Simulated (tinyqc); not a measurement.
Inside a calculation: type-II superlattice in the two-band Kane model. Values are carried at full precision from step to step, so a last printed digit may differ when a step is redone from the rounded ones.

Motion along the axis, period d = a + b, c = hbar^2/2m0. Conduction and light-hole bands couple: (E - Ec)(E - Ev) = Ep c k^2 in each layer, with mass m(E) = (E - Ev)/Ep, which may be negative. The conduction envelope psi and psi'/m(E) are continuous; a layer carries them by [[cos kt, (m/k) sin kt], [-(k/m) sin kt, cos kt]] (cosh and sinh for k^2 < 0), and cos(q d) = tr(M_B M_A)/2. C1 is the first miniband above EvB, with its bottom at tr/2 = +1 and its top at -1; the gap is the bottom of C1 less the top heavy-hole level HH1.

Constants: hbar^2/2m0 = 3.80998211 eV angstrom^2; hc = 1239.841984 eV nm.

Inputs chosen for the exercise (near those of an InAs/GaSb superlattice; not measured data): a = 32 angstrom (layer A); b = 54 angstrom (layer B); EcA = 0 eV (conduction edge of A); EvA = -0.409 eV (valence edge of A); EcB = 0.919 eV (conduction edge of B); EvB = 0.118 eV (valence edge of B); EpA = 14.6 eV (coupling energy in A); EpB = 18.1 eV (coupling energy in B); E = 0.372 eV (trial energy); mhA = 0.35 m0 (heavy hole in A); mhB = 0.28 m0 (heavy hole in B).

## Wave numbers and masses at one energy

Give k^2 and m(E) in both layers.

Layers:
```
layer  k^2 (1/angstrom^2)  m(E) (m0)
A               0.0052230    0.05349
B              -0.0020147    0.01403
```

In B the decay constant is 0.0449 1/angstrom; across the gap of B it peaks at mid-gap, at 0.0482, and vanishes at both edges.

## Transfer matrices

Form M_A, M_B and half the trace of their product.

M_A (angstrom units):
```
          1         2
1  -0.67565   0.54568
2  -0.99600  -0.67565
```

M_B (angstrom units):
```
        1       2
1  5.6888  1.7509
2  17.913  5.6888
```

tr/2 = 0.1717

E lies in a miniband.

## Edges and effective gap

Heavy holes are uncoupled: with e = EvB - E, p = sqrt(mhB e/c), w = sqrt(mhA (EvB - EvA - e)/c), the top level HH1 at q = 0 solves (p/mhB) tan(p b/2) = (w/mhA) tanh(w a/2).

C1 is the first miniband above EvB: bottom at tr/2 = +1, top at -1. The gap is its bottom less HH1; cut-off wavelength hc/gap.

bottom of C1 = 0.3571 eV
top of C1 = 0.3930 eV
HH1 = 0.0866 eV
gap = 0.2705 eV
cut-off = 4.58 micrometre

The bulk edges overlap by 118 meV; confinement lifts the electrons by 357 meV and lowers the holes by 31 meV, which opens the gap. It is 0.66 of the smaller bulk gap.

## Electron mass along the axis

m_z = -2 c f'/d^2 with f = tr/2 differentiated at the bottom of C1 (central difference of 1e-6 eV); compare the bulk edge mass (EcA - EvA)/EpA.

f' = -55.37 1/eV
m_z = 0.0571 m0
bulk edge mass of A = 0.0280 m0

## Checks

- Bottom of C1 from the two-band matrix on a staggered grid of 0.5 angstrom against the transfer matrix, eV: both 0.357.

Program tinyqc; command `OMP_NUM_THREADS=1 python tinyqc.py 1250632 1250633 out.jsonl`; about 0.05 s on one thread of a shared Intel(R) Xeon(R) Processor @ 2.30GHz.
